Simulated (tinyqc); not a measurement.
Worked calculation: Kronig-Penney superlattice by transfer matrices. Values are carried at full precision from step to step, so a last printed digit may differ when a step is redone from the rounded ones.

Wells (width a, potential 0, mass mw) alternate with barriers (width b, height V0, mass mb); period d = a + b; c = hbar^2/2m0. The vector (psi, psi'/m) is continuous, and a layer of thickness t carries it by M = [[cos kt, (m/k) sin kt], [-(k/m) sin kt, cos kt]] with k = sqrt(m (E - V)/c); for E < V, k = i kappa gives [[cosh, (m/kappa) sinh], [(kappa/m) sinh, cosh]] of kappa t. A Bloch state obeys cos(q d) = tr(Mb Mw)/2.

Constants: hbar^2/2m0 = 3.80998211 eV angstrom^2; hbar = 6.58211957e-16 eV s.

Inputs chosen for the exercise (near those of a strained Si superlattice with barriers of SiGe; the results hold for these values, not for the real material):
```
symbol  value   unit      meaning
a       22      angstrom  well width
b       9       angstrom  barrier width
V0      0.185   eV        barrier height
mw      0.904   m0        mass in the wells
mb      0.927   m0        mass in the barriers
E       0.0768  eV        trial energy
F       20      kV/cm     field along the axis
```

## Layer matrices at one energy

Form the matrix of the well and of the barrier at E.

k in the well = 0.13499 1/angstrom
kappa in the barrier = 0.16225 1/angstrom

Mw (angstrom units):
```
           1         2
1   -0.98528    1.1449
2  -0.025528  -0.98528
```

Mb (angstrom units):
```
         1       2
1   2.2697  11.641
2  0.35662  2.2697
```

## The matrix of one period

Multiply M = Mb Mw and take half the trace. If its size is at most 1, E lies in a miniband and q d = arccos(tr M/2); otherwise the state decays by exp(-arccosh|tr M/2|) a period.

M:
```
          1        2
1   -2.5334  -8.8710
2  -0.40931  -1.8280
```

tr M/2 = -2.1807
q d in a band, or the decay exponent in a gap = 1.416

E lies in a gap; det M = 1.0000, as for any such product.

## Miniband edges

The edges are the energies where tr M/2 = +1 (q = 0) or -1 (q = pi/d); the first three minibands.

Minibands:
```
band  bottom (eV)  top (eV)  width (meV)
1          0.0332    0.0487         15.6
2          0.1253    0.1932         68.0
3          0.2659    0.4285        162.7
```

1 miniband of these lies wholly below V0. The first gap is 76.5 meV wide; the single well of width a has E1 = 0.0405 eV, inside the first miniband.

## Dispersion along the axis

Solve tr M/2 = cos(q d) inside each miniband at q d/pi = 0, 1/6, ..., 1. The cosine form is E_bottom + (W/2)(1 - cos q d) with the true width W.

Energies (eV):
```
q d/pi  band 1  cosine form  band 2
0.000   0.0332       0.0332  0.1932
0.167   0.0339       0.0342  0.1854
0.333   0.0362       0.0370  0.1693
0.500   0.0397       0.0409  0.1527
0.667   0.0438       0.0448  0.1385
0.833   0.0473       0.0477  0.1288
1.000   0.0487       0.0487  0.1253
```

The cosine form, which holds for hopping between neighbouring wells alone, misses band 1 by at most 1.2 meV, 8 % of its width.

## Mass along the axis

With f(E) = tr M/2, 1 - (q d)^2/2 = 1 + f'(E_bottom)(E - E_bottom) gives m_z = -2 c f'/d^2 (f' by a central difference of 1e-6 eV at the bottom of band 1). The cosine form gives 4 c/(W d^2), W the width of band 1 between tr M/2 = +1 and -1.

f' = -171.1 1/eV
m_z = 1.356 m0
m_z of the cosine form = 1.018 m0
W = 15.58 meV

The mass along the axis is 1.50 times mw.

## In a field along the axis

One-band picture: ladder spacing e F d, Bloch frequency e F d/(2 pi hbar), and extent W/(e F) of a Stark state, with W the width of band 1; 1 kV/cm = 1e-5 V/angstrom.

e F d = 6.200 meV
Bloch frequency = 1.499 THz
W/(e F d) = 2.51 periods

The state spreads over about 3 periods.

## Checks

- Bottom of band 1 from 121 plane waves (the mass step taken by inverting the matrix of m) against the transfer matrix, eV: both 0.0332.

(tinyqc, `OMP_NUM_THREADS=1 python tinyqc.py 1250493 1250494 out.jsonl`, Intel(R) Xeon(R) Processor @ 2.30GHz, 1 thread, shared host, about 0.2 s.)
